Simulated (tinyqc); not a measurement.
# Worked calculation: minority carriers and saturation current of a heavily doped emitter

tinyqc, about 0.01 s, one thread, Intel Xeon 2.30GHz (shared host): `OMP_NUM_THREADS=1 python tinyqc.py 2330115 2330116 out.jsonl` Printed values are rounded.

n-type, parabolic bands, full ionisation. eta = (EF - Ec)/kB T solves N = Nc F12(eta), F12(x) = (2/sqrt(pi)) int_0^infinity sqrt(u)/(1 + exp(u - x)) du. The gap shrinks rigidly by dEg = E1 [ln(N/N0) + sqrt(ln^2(N/N0) + 0.5)], an empirical law that is here taken as the true narrowing.

Parameters, values chosen for the exercise; band and dielectric values those of a made-up semiconductor: temperature T = 250 K; band gap Eg = 1.45 eV; conduction-band density of states at 250 K Nc = 1.78e19 cm^-3; valence-band density of states at 250 K Nv = 1.87e19 cm^-3; ionised donor density N = 3.4e18 cm^-3; energy of the narrowing law E1 = 8 meV; density of the narrowing law N0 = 8.1e16 cm^-3; minority-hole mobility mup = 110 cm^2/(V s); Auger coefficient Cn = 2.2e-31 cm^6/s; defect lifetime ts = 0.11 us; emitter width W = 620 nm; recombination velocity at the contact S = 29000 cm/s.

Constants: q = 1.602176634e-19 C, kB = 1.380649e-23 J/K, Vt = kB T/q. Results are converted to the units shown.

Range of the model: Band tails, non-parabolic bands and incomplete ionisation are left out.

## Iteration 1: Fermi level

eta at the start (Boltzmann value) = -1.6554

Newton step on ln F12(eta) = ln(N/Nc): eta(new) = eta - ln(Nc F12/N) F12/Fm, Fm(x) = dF12/dx = (1/sqrt(pi)) int_0^infinity u^(-1/2)/(1 + exp(u - x)) du.

F12 = 0.179310
Fm = 0.168671
eta after iteration 1 = -1.58820

## Course of the iteration

Stop when eta changes by less than 1e-9.

Course of the iteration:
```
iteration       eta    change
1          -1.58820    0.0672
2          -1.58807   1.28e-4
3          -1.58807  4.81e-10
```

Converged in 3 iterations.

## Effective intrinsic density

converged eta = -1.58807

ni = sqrt(Nc Nv) exp(-Eg/(2 Vt)), Eg in volts; degeneracy factor g = F12(eta) exp(-eta); nie^2 = ni^2 exp(dEg/kB T) g, p0 = nie^2/N; apparent narrowing dEg + kB T ln g.

ni = 44235.8 cm^-3
dEg = 60.3238 meV
g = 0.934865
apparent narrowing = 58.8728 meV
nie = 1.73454e5 cm^-3
p0 = 8.84895e-9 cm^-3

Narrowing multiplies p0 by 16.4 and degeneracy by 0.935.

## Saturation current

1/tau = Cn N^2 + 1/ts, D = mup Vt, L = sqrt(D tau); J0 = (q p0 D/L)(s + tanh(W/L))/(1 + s tanh(W/L)), s = S L/D; the share recombining inside is 1 - 1/[cosh(W/L)(1 + tanh(W/L)/s)].

tau = 85.9542 ns
L = 4513.22 nm
s = 5.52305
J0 = 2.40203e-8 fA/cm^2
share recombining inside = 3.32578 %

The emitter is transparent: most holes reach the contact.
